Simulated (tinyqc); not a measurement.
Inside a calculation. Model: threshold-voltage variability of a planar MOSFET, analytic estimates.

tinyqc, about 0.01 s, one thread, Intel Xeon 2.30GHz (shared host): `OMP_NUM_THREADS=1 python tinyqc.py 2090161 2090162 out.jsonl` Printed values are rounded.

Three independent sources add in quadrature: random dopants in the depleted layer, metal-gate grains of two orientations, and roughness of the two gate edges acting through the roll-off VT = VT(long) - Vr exp(-L/l). These are first-order estimates: no three-dimensional electrostatics, no percolation.

Parameters, values chosen for the exercise; material values close to those of silicon: temperature T = 400 K; band gap Eg = 1.12 eV; relative permittivity of the semiconductor eps_r = 11.7; conduction-band density of states at T Nc = 4.3e19 cm^-3; valence-band density of states at T Nv = 4.13e19 cm^-3; channel doping Na = 3.4e18 cm^-3; oxide-equivalent thickness in inversion ti = 1.4 nm; gate length L = 32 nm; gate width W = 130 nm; metal grain size G = 15 nm; work-function difference of the two grain orientations dW = 0.3 eV; share of the orientation of higher work function p = 0.6; rms roughness of one gate edge De = 1.5 nm; correlation length of the roughness La = 20 nm; decay length of the threshold roll-off l = 6.2 nm; prefactor of the roll-off Vr = 1.5 V; subthreshold factor n = 1.35; gm/I of a matched pair gI = 15 1/V; spread of the gain factor of one device sb = 2.5 %; number of cells Nb = 1048576; wanted yield Y = 0.99.

Constants: q = 1.602176634e-19 C, kB = 1.380649e-23 J/K, Vt = kB T/q, eps0 = 8.8541878128e-14 F/cm where lengths are in cm. Results are converted to the units shown.

Range of the model: gI s exceeds 0.2, so the linear formula for the current mismatch is only a rough guide.

## Random dopants

ni = sqrt(Nc Nv) exp(-Eg/(2 Vt)), Eg in volts; Cox = 3.9 eps0/ti; Wd = sqrt(4 eps0 eps_r Vt ln(Na/ni)/(q Na)); dopants: s1 = (q/Cox) sqrt(Na Wd/(3 L W)). The slope A1 = s1 sqrt(L W); mean number of dopants Na L W Wd.

Cox = 2.46652 uF/cm^2
Wd = 18.9732 nm
mean number of dopants = 268.356
A1 = 0.952519 mV um
s1 = 14.7682 mV

Counting alone, 1/sqrt(N) of the depletion voltage q Na Wd/Cox = 419 mV, would give sqrt(3) times more: dopants deep in the layer act less on the surface.

## Metal grains and edge roughness

Grains: Ng = L W/G^2 (at least 1), s2 = dW sqrt(p (1 - p)/Ng). Edges, with exponential correlation and u = W/La: the mean gate length has sL^2 = 2 De^2 (2/u)[1 - (1 - exp(-u))/u]; s3 = sL (Vr/l) exp(-L/l).

Ng = 18.4889
s2 = 34.1800 mV
sL = 1.08255 nm
dVT/dL = 1.38733 mV/nm
s3 = 1.50186 mV

## Total spread, mismatch and leakage

s = sqrt(s1^2 + s2^2 + s3^2). For a pair: s(dVT) = sqrt(2) s; current mismatch sqrt(2) sqrt((gI s)^2 + sb^2); input offset = current mismatch/gI. For a Gaussian VT the off current is log-normal with mean/median = exp(s^2/(2 (n Vt)^2)).

s = 37.2642 mV
s(dVT) = 52.6996 mV
current mismatch = 79.1284 %
input offset = 52.7523 mV
mean/median of Ioff = 1.37801

The grains give 84.1 % of the variance; without them s would be 14.8 mV. A current mismatch this large is beyond the linear estimate.

## Iteration 1: margin in standard deviations for the wanted yield

k at the start = 2

Cells fail independently with probability Q(k) = erfc(k/sqrt(2))/2 when the margin is k standard deviations, and Y = exp(-Nb Q(k)). phi = exp(-k^2/2)/sqrt(2 pi). Newton steps on ln Q(k) = ln(-ln(Y)/Nb): k(new) = k + [ln Q - ln(-ln(Y)/Nb)] Q/phi.

Q(k) = 0.0227501
phi = 0.0539910
k after iteration 1 = 8.18566

## Iteration 2: margin in standard deviations for the wanted yield

As before.

Q(k) = 1.35406e-16
phi = 1.12447e-15
k after iteration 2 = 6.00909

## Course of the iteration: margin in standard deviations for the wanted yield

Stop when k changes by less than 1e-9, or after 30 iterations.

Course of the iteration:
```
iteration        k  |change|
1          8.18566      6.19
2          6.00909      2.18
3          5.63134     0.378
4          5.61935    0.0120
5          5.61933   1.21e-5
6          5.61933  1.23e-11
```

Converged in 6 iterations. At the end the number of correct digits about doubles with each step. With s(dVT) = 52.7 mV, 5.62 standard deviations are 296 mV.
